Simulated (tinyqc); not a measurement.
# Well width for a wanted wavelength

Question. The layer is x parts of the first compound and 1 - x of the second, grown coherently on the second as substrate and barrier. Rows of the table: lattice constant a, average valence level Ea on an absolute scale, spin-orbit splitting so, gaps at Gamma, X and L, hydrostatic deformation potentials av and ac (Gamma), shear potential b, elastic constants, electron and heavy-hole (along z) masses. All are interpolated linearly in x; gaps get -C x (1 - x), taken wholly in the conduction band; real line-ups can differ from this model by 0.1 eV or more. In-plane strain e = (a_substrate - a)/a, e_z = -2 (c12/c11) e, volume change 2 e + e_z. With v = 2 e + e_z and d = 2 b (e_z - e): Eav = Ea + av v; E_hh = Eav + so/3 - d/2; E_lh = Eav - so/6 + d/4 + sqrt(so^2 + so d + 9 d^2/4)/2; E_c = Ea + so/3 + EG + ac v (Gamma). Substrate: E_v = Ea + so/3, E_c = E_v + EG. Well depths: dEc = E_c(substrate) - E_c, dEhh = E_hh - E_v(substrate), dElh likewise; strained Gamma gap E_c - max(E_hh, E_lh); positive values confine carriers in the layer. Lowest level of a finite well of width Lw and depth V: kw Lw/2 = arctan(sqrt((mw/mb)(V - E)/E)), kw = sqrt(mw E/C), C = hbar^2/(2 m0), for electrons (dEc) and heavy holes (dEhh), mb from the substrate; transition E_c - E_hh + both levels, without exciton binding; wavelength h c/E. Find Lw and the two levels.

Inputs (values chosen for the exercise): fraction of the first compound in the layer x = 0.09; bowing of the Gamma gap CG = 0.477 eV; bowing of the X gap CX = 1.4 eV; bowing of the L gap CL = 0.33 eV.

Constants: q = 1.602176634e-19 C, hbar = 1.054571817e-34 J s, h = 6.62607015e-34 J s, m0 = 9.1093837015e-31 kg, c = 299792458 m/s, hbar^2/(2 m0) = 0.0380998212 eV nm^2. Results are converted to the units shown.

Binary compounds, values chosen for the exercise:
```
              close to InAs  close to GaAs
a (angstrom)          6.058          5.653
Ea (eV)               -6.67          -6.92
so (eV)               0.382          0.336
EG (eV)               0.357           1.42
EX (eV)                1.37           1.88
EL (eV)                1.07           1.73
av (eV)               0.992           1.15
ac (eV)               -5.07          -7.21
b (eV)                -1.79          -1.71
c11 (GPa)              83.9            119
c12 (GPa)              44.6           54.3
me (m0)              0.0232         0.0661
mh (m0)                0.33          0.348
```

wavelength = 902.73310 nm

Solution. Both levels fall steadily as the well widens, so the wavelength rises steadily and one width matches.

Lw = 5.100 nm
electron level = 39.04 meV
heavy-hole level = 13.99 meV

tinyqc, about 0.01 s, one thread, Intel Xeon 2.30GHz (shared host): `OMP_NUM_THREADS=1 python tinyqc.py 2690047 2690048 out.jsonl`
